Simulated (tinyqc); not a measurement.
Changing the film thickness t: the 3-omega method: a line heater on a substrate with a thin film. Computed by tinyqc, a small Python program. Command: `OMP_NUM_THREADS=1 python tinyqc.py 3029870 3029871 out.jsonl threeomega sweep`. One thread of a shared host (Intel(R) Xeon(R) Processor @ 2.30GHz), about 0.01 s of CPU time with the checks.

A current at angular frequency omega = 2 pi f heats the line at 2 omega with the amplitude P per length; the temperature swing Delta T at 2 omega gives a voltage at 3 omega. The substrate is taken as semi-infinite and isotropic, and the heat capacity of heater and film is left out.

Inputs (values chosen for the exercise, modelled on a low-k dielectric on gallium oxide):
```
quantity                                    value           unit
substrate conductivity kappa                 21.9        W/(m K)
substrate heat capacity C                    3.43  1e6 J/(m^3 K)
heater half-width b                           3.8     micrometre
power amplitude per length P                  8.7            W/m
current frequency f                            28             Hz
film conductivity kappa_f                    0.31        W/(m K)
interface resistance R_i                       13       m^2 K/GW
substrate thickness d_s                      1000     micrometre
temperature coefficient of resistance beta    3.6         1e-3/K
voltage amplitude V_1                         2.2              V
```

Method:
- D = kappa/C; q = sqrt(2 i omega/D); penetration depth 1/|q| = sqrt(D/(2 omega)).
- Delta T_s = (P/(pi kappa)) int_0^infinity (sin x/x)^2 / sqrt(x^2 + (q b)^2) dx with (q b)^2 = i |q b|^2, averaged over the heater width (12 Gauss-Legendre points on each of the pieces 0, 14 log-spaced edges from 1e-5 to 1, and multiples of pi to 40 pi; the tail adds 1/(4 (40 pi)^2)).
- For |q| b much below 1: Delta T_s = (P/(pi kappa)) [-ln(|q| b) + eta - i pi/4], eta = 3/2 - C_E = 0.92278, with Euler's C_E = 0.5772157.
- One-dimensional flow across the film: Delta T_f = P (t/kappa_f + R_i)/(2 b); total in-phase swing Delta T = Delta T_s + Delta T_f; third-harmonic amplitude V_3 = V_1 beta |Delta T|/2 with the out-of-phase part included; the apparent film conductivity is t/(t/kappa_f + R_i).

One run for each value:
```
film thickness t (nm)  apparent film conductivity (W/(m K))  Delta T_f (K)  film share of the in-phase swing
10                                                   0.2210          0.052                            0.0836
19                                                   0.2558          0.085                            0.1302
38                                                   0.2803          0.155                            0.2146
73                                                   0.2938          0.284                            0.3337
140                                                  0.3013          0.532                            0.4836
270                                                  0.3054          1.012                            0.6405
530                                                  0.3077          1.972                            0.7764
1000                                                 0.3088          3.708                            0.8672
2000                                                 0.3094          7.400                            0.9287
```

Over the rows, apparent film conductivity (W/(m K)) rises from 0.221 to 0.309 (exponent d ln y / d ln x 0.23 between the first rows and 0.0029 between the last); Delta T_f (K) rises from 0.0518 to 7.40 (exponent d ln y / d ln x 0.77 between the first rows and 1.00 between the last); film share of the in-phase swing rises from 0.0836 to 0.929 (exponent d ln y / d ln x 0.69 between the first rows and 0.099 between the last). The film resistance t/kappa_f + R_i is a straight line in t: its slope gives kappa_f = 0.31 W/(m K) and its intercept R_i; the two terms are equal at t = 4.03 nm.

Caution (rows 2000): the film is not thin against the heater width, so heat spreads sideways in it and the one-dimensional step fails.
